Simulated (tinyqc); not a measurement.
# Atomic layer deposition: Langmuir saturation, growth per cycle and coating of deep features, step by step

A worked calculation. Computed by tinyqc, a small Python program that keeps every step. Command: `OMP_NUM_THREADS=1 python tinyqc.py 3024201 3024202 out.jsonl ald walk`. One thread of a shared host (Intel(R) Xeon(R) Processor @ 2.30GHz), about 0.03 s of CPU time with the checks. Intermediate numbers are printed to about 6 digits and carried at full precision; extremes and crossings named in words are read from the listed rows.

Precursor A sticks only on free sites, so a long enough pulse saturates; co-reactant B then frees the sites again.

Inputs (values chosen for the exercise, modelled on titanium nitride from the chloride and ammonia): precursor mass M = 190 u; site density q = 1.9 1/nm^2; growth per cycle at saturation G = 0.35 angstrom; sticking probability beta on free sites = 0.041; precursor pressure p = 7.9 Pa; temperature T = 300 C; pulse time t = 0.003 s; co-reactant completion per pulse c_B = 0.99; desorption energy E_d = 1.83 eV; purge time t_p = 1.1 s; aspect ratio a = 27.

Feature: round hole.

Constants: u = 1.6605390666e-27 kg; k_B = 1.380649e-23 J/K; k_B = 8.617333262e-05 eV/K.

## Flux and saturation time

Wall flux F = p/sqrt(2 pi M k_B T); rate of filling k_a = beta F/q; desorption k_d = 1e13 exp(-E_d/(k_B T)) per second. 1/m^2 = 1e-18/nm^2. Temperatures in kelvin are T(C) + 273.15.

flux F = 63075.4 1/(nm^2 s)

k_a = 1361.10 1/s

k_d = 8.10188e-04 1/s

time to 99 % without desorption, ln(100)/k_a = 0.00338342 s

## The first four cycles

One cycle from coverage th0: pulse A gives th1 = th_s + (th0 - th_s) exp(-(k_a + k_d) t), th_s = k_a/(k_a + k_d); the purge leaves th2 = th1 exp(-k_d t_p); pulse B converts c_B th2 into film and leaves th3 = (1 - c_B) th2. Growth = G c_B th2. Start from th0 = 0.

Cycles:
```
cycle         th0       th1       th2         th3  growth (angstrom)
1      0.00000000  0.983148  0.982272  0.00982272           0.340357
2      0.00982272  0.983313  0.982437  0.00982437           0.340415
3      0.00982437  0.983313  0.982437  0.00982437           0.340415
4      0.00982437  0.983313  0.982437  0.00982437           0.340415
```

## Steady growth per cycle

The periodic state has th0 = th3: th0 = (1 - c_B) e_p th_s (1 - e_a)/(1 - (1 - c_B) e_p e_a), with e_a = exp(-(k_a + k_d) t), e_p = exp(-k_d t_p). Share of impinging molecules used = q (th1 - th0)/(F t).

coverage after pulse A = 0.983313

growth per cycle = 0.340415 angstrom

share of impinging molecules used = 0.00977470

The pulse is 4.08 filling times long: saturated. Caution: common pulse valves need about 10 ms, so a pulse this short is formal.

## Exposure for a deep feature

Diffusion-limited filling (Gordon) of a round hole of diameter w: a saturation front at depth z needs dz/dt = D_K n/(z (4q/w)), with Knudsen D_K = w c/3 and F = n c/4; including the entrance and floor terms, t = (q/F)(1 + 19a/4 + 3a^2/2). Reaction-limited filling needs ln(100)/k_a at any depth, k_a = beta F/q. Flow is molecular. The front picture holds when the modulus a sqrt(beta) is well above 1. Depth reached by the given pulse: solve the same formula for a. Exposure = p x diffusion-limited time; 1 langmuir = 1.33322e-4 Pa s.

diffusion-limited time = 0.0368325 s

exposure = 2182.51 langmuir

modulus = 5.46708

aspect ratio reached by the front in time t = 6.67714

Diffusion needs 0.0368 s and reaction 0.00338 s: transport limits, and the feature fills from the mouth down. Caution: the pulse is shorter than ln(100)/k_a, so even the open surface is not saturated and the depth reached has no meaning. Caution: the depth reached is formal here: it is under 2/sqrt(beta), so no sharp front has formed.

## Coverage along the feature as the dose grows

Continuum model with steady gas transport: d2n/dz2 = 3 beta (1 - th) n/d_h^2 (d_h the hydraulic diameter, n = 1 at the mouth, no flux at the floor, 60 cells), d th/dt = beta F n (1 - th)/q; no desorption. Times are multiples of the larger of the Gordon time and ln(100)/k_a.

Coverage:
```
multiple      t (s)  top cell  quarter depth  half depth  three quarters  floor cell
0.05      0.0018416     0.906          0.286       0.033           0.003       0.001
0.10      0.0036833     0.992          0.596       0.093           0.009       0.002
0.20      0.0073665     1.000          0.936       0.318           0.038       0.007
0.40      0.0147330     1.000          1.000       0.864           0.225       0.049
0.60      0.0220995     1.000          1.000       0.994           0.624       0.197
0.80      0.0294660     1.000          1.000       1.000           0.935       0.579
1.00      0.0368325     1.000          1.000       1.000           1.000       0.995
1.30      0.0478823     1.000          1.000       1.000           1.000       1.000
```

At a multiple of 0.2 the coverage is 1.00 at the top and 0.01 at the floor. The coverage falls gradually with depth, without a sharp front. In the last row the floor reaches 1.000.

Checks made by the program: periodic state against 400 explicit cycles (relative difference below 1e-10).
